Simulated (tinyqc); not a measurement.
Changing the temperature T: order-disorder in a binary alloy on two sublattices: Bragg-Williams and pair (quasi-chemical) approximations. Computed by tinyqc, a small Python program. Command: `OMP_NUM_THREADS=1 python tinyqc.py 3022345 3022346 out.jsonl order sweep`. One thread of a shared host (Intel(R) Xeon(R) Processor @ 2.30GHz), about 0.01 s of CPU time with the checks.

All z = 4 neighbours of a site lie on the other sublattice. B fills the sublattices with x + eta/2 and x - eta/2; energies are per site, from the pure components: u = -z w y with y the probability of an A-B bond taken in one order.

Inputs (values chosen for the exercise, for a model alloy): ordering energy w = (e_AA + e_BB)/2 - e_AB = 18.5 meV; fraction x of B = 0.48.

Lattice: square (z = 4). Method: Newton steps.

scattering factors f_A, f_B (electrons): [36, 61]

Constants: k_B = 8.617333262e-05 eV/K.

Method:
- Bragg-Williams: u = -z w [x (1 - x) + eta^2/4]; minimising f gives ln[a (1 - b)/(b (1 - a))] = 2 z w eta/(k_B T) =: ln Q, a = x + eta/2, b = x - eta/2. For given Q this is a quadratic for eta, (Q - 1) eta^2/4 - (Q + 1) eta/2 + (Q - 1) x (1 - x) = 0, smaller root: the map eta -> phi(eta).
- Newton steps on phi(eta) - eta, with the slope by central differences of 1e-6; start at 0.999 times 2x; stop when |phi - eta| < 1e-10.
- a = x + eta/2, b = x - eta/2; u = -z w [x (1 - x) + eta^2/4]; s/k_B = [s2(a) + s2(b)]/2, s2(c) = -c ln c - (1 - c) ln(1 - c); gain on ordering = f(eta) - f(0), f = u - T s. Superlattice over fundamental intensity = [eta (f_B - f_A)/2]^2/[(1 - x) f_A + x f_B]^2.

One run for each value; columns: (1) temperature T (K); (2) order parameter eta; (3) B fraction on the A sublattice; (4) entropy s (k_B/site); (5) gain on ordering (meV/site); (6) intensity ratio:
```
(1)      (2)      (3)      (4)          (5)       (6)
170  0.95708  0.00146  0.09177  -8.1480e+00  0.062121
201  0.94751  0.00625  0.11262  -6.5674e+00  0.060884
232  0.92574  0.01713  0.15283  -5.0681e+00  0.058118
263  0.88888  0.03556  0.21067  -3.7006e+00  0.053583
293  0.83704  0.06148  0.27968  -2.5422e+00  0.047515
324  0.76360  0.09820  0.36139  -1.5469e+00  0.039543
355  0.66357  0.14822  0.45162  -7.8157e-01  0.029861
385  0.52745  0.21627  0.54564  -2.7946e-01  0.018867
416  0.29312  0.33344  0.64867  -2.3937e-02  0.005827
```

Over the rows, order parameter eta falls from 0.957 to 0.293 (exponent d ln y / d ln x -0.060 between the first rows and -7.6 between the last); B fraction on the A sublattice rises from 0.00146 to 0.333 (exponent d ln y / d ln x 8.7 between the first rows and 5.6 between the last); entropy s (k_B/site) rises from 0.0918 to 0.649 (exponent d ln y / d ln x 1.2 between the first rows and 2.2 between the last). Near T_c mean-field theory gives eta^2 linear in T_c - T; from the last two rows eta^2 extrapolates to zero at 429.9 K, against T_c = 428.7 K.

Caution (rows 263, 293, 324, 355, 385, 416): T is near or above the T_c of the better pair approximation, so the true long-range order is lower than Bragg-Williams gives.
